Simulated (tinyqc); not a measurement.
Thin-body transistor below threshold, two-dimensional Poisson equation on a small mesh: one step of the calculation.

A thin body on a thick buried insulator of low permittivity, taken as carrying no normal field at the bottom of the body (row 0). Mobile charge is neglected (subthreshold), the body is fully depleted, and potentials are counted from the intrinsic level; rows run upward to the gate, columns from source to drain.

Question. Coefficients of the five-point equations. Mesh: rows i = 0..2 in the semiconductor (step hs = tb/2, row 2 on the interface), then 2 step(s) ho = tox/2 up to the gate row 4; columns j = 0..6 (step hy = L/6). Box integration, divided by eps0: up_i = eps hy/h of the interval above row i, dn_i = that of the interval below (0 for row 0), lat_i = (sum of eps h/2 over the intervals above and below)/hy, s_i = -q Na w_i hy/eps0 with w_i the semiconductor height of the box (hs/2 for row 0 and the interface row, hs between, 0 in the insulator). Each free node obeys (up + dn + 2 lat) psi = up psi(above) + dn psi(below) + lat [psi(left) + psi(right)] + s.

Parameters, values chosen for the exercise; semiconductor permittivity close to that of silicon: relative permittivity of the semiconductor eps_r = 11.8; relative permittivity of the insulator eox = 25; body thickness tb = 3 nm; insulator thickness tox = 4.3 nm; channel length L = 24 nm; acceptor density of the depleted body Na = 0 cm^-3.

Constants: q = 1.602176634e-19 C, eps0 = 8.8541878128e-14 F/cm where lengths are in cm. Results are converted to the units shown.

Find: up; dn; lat; s.

Answer.

up, row 0 to 3: [31.467, 31.467, 46.512, 46.512]
dn, row 0 to 3: [0, 31.467, 31.467, 46.512]
lat, row 0 to 3: [2.2125, 4.4250, 8.9313, 13.438]
s, row 0 to 3 (V): [0, 0, 0, 0]

Computed by the program tinyqc: `OMP_NUM_THREADS=1 python tinyqc.py 2480158 2480159 out.jsonl`, one thread of a shared Intel Xeon 2.30GHz, about 0.2 s for the whole run.
